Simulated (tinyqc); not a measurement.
Absorption coefficient and reflectance from two thicknesses.

Inverse problem. With transparent contact layers the responsivity is (1 - Rf)(1 - exp(-al wi)) q lam/(h c). The second absorber is twice as thick as the first. Find al and Rf.

Values chosen for this exercise:
- lam = 280 nm (wavelength)

Constants: q = 1.602176634e-19 C, h = 6.62607015e-34 J s, c = 299792458 m/s. Results are converted to the units shown.

responsivity for wi = 0.47 and 0.94 um (A/W): 0.11196661  0.16549974

Solution. The ratio of the responsivities is 1 + exp(-al w1), which gives al; either value then gives 1 - Rf.

al = 1.57e4 1/cm
Rf = 0.0500

Program tinyqc, `OMP_NUM_THREADS=1 python tinyqc.py 2250132 2250133 out.jsonl`; Intel Xeon 2.30GHz, shared host, one thread, about 0.01 s.
